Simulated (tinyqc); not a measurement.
# Undoped gate-all-around wire MOSFET, analytic charge model: output curve

An undoped round wire of radius R under an insulator shell and a surrounding gate; long channel, electrons only, n = ni exp((psi - V)/Vt) with V the quasi-Fermi potential (0 at the source, Vd at the drain), constant mobility, no quantisation. The radial Poisson equation gives n(r) = n(0)/(1 - (1 - b) r^2/R^2)^2 with b = Q0/(Q + Q0). Q is the electron charge per area of the wire surface.

ni = sqrt(Nc Nv) exp(-Eg/(2 Vt)), Eg in volts; Cox = eps0 eox/(R ln(1 + tox/R)); Q0 = 4 eps0 eps_r Vt/R; V0 = dphi + Vt ln[8 eps0 eps_r Vt/(q ni R^2)]. Q solves Vg - V0 - V = Q/Cox + Vt ln(Q/Q0) + Vt ln(1 + Q/Q0). I = mu (2 pi R/L)[2 Vt (Qs - Qd) + (Qs^2 - Qd^2)/(2 Cox) + Vt Q0 ln((Qd + Q0)/(Qs + Q0))], with Qs at V = 0 and Qd at V = Vd.

Values chosen for this exercise; material values those of a made-up semiconductor:
```
symbol    value        unit                                             meaning
T           300           K                                         temperature
Eg        0.924          eV                                            band gap
eps_r      10.7                      relative permittivity of the semiconductor
Nc         3e19       cm^-3              conduction-band density of states at T
Nv      3.34e19       cm^-3                 valence-band density of states at T
eox        3.88                     relative permittivity of the gate insulator
tox         1.2          nm                                 insulator thickness
R            20          nm                                         wire radius
dphi        0.1           V  gate work function less that of the intrinsic body
mu          740  cm^2/(V s)                                    channel mobility
L             1          um                                         gate length
Vg         0.87           V                                        gate voltage
```

Constants: q = 1.602176634e-19 C, kB = 1.380649e-23 J/K, Vt = kB T/q, eps0 = 8.8541878128e-14 F/cm where lengths are in cm. Results are converted to the units shown.

Output curve:

| Vd (V) | Qd (nC/cm^2) | Qd/Qs | I (uA) |
|---|---|---|---|
| 0.09 | 606.8 | 0.7341 | 5.990 |
| 0.16 | 445.5 | 0.5390 | 9.409 |
| 0.24 | 277.4 | 0.3356 | 12.08 |
| 0.31 | 153.0 | 0.1851 | 13.47 |
| 0.39 | 52.06 | 0.06299 | 14.20 |
| 0.46 | 10.25 | 0.01240 | 14.38 |
| 0.53 | 0.9171 | 0.001110 | 14.41 |
| 0.61 | 0.04277 | 5.175e-5 | 14.41 |
| 0.68 | 0.002856 | 3.456e-6 | 14.41 |

Read the table: what changes, and by how much?

The current rises from 5.99 to 14.4 uA, while the charge at the drain end falls from 0.73 to 3.5e-6 of that at the source. The current first comes within 1 % of its last value at Vd = 0.46 V among the rows. Over the last rows Qd falls by a factor of e for each Vt of drain voltage: the drain end is in weak inversion. In every row the surface density at the source passes 0.3 Nc, where Boltzmann statistics fail. For Vd = 0.46 to 0.68 V mu V/L, with V the smaller of Vd and Vg - V0, passes 3e6 cm/s, so velocity saturation would lower the current.

tinyqc, about 0.02 s, one thread, Intel Xeon 2.30GHz (shared host): `OMP_NUM_THREADS=1 python tinyqc.py 2460069 2460070 out.jsonl`
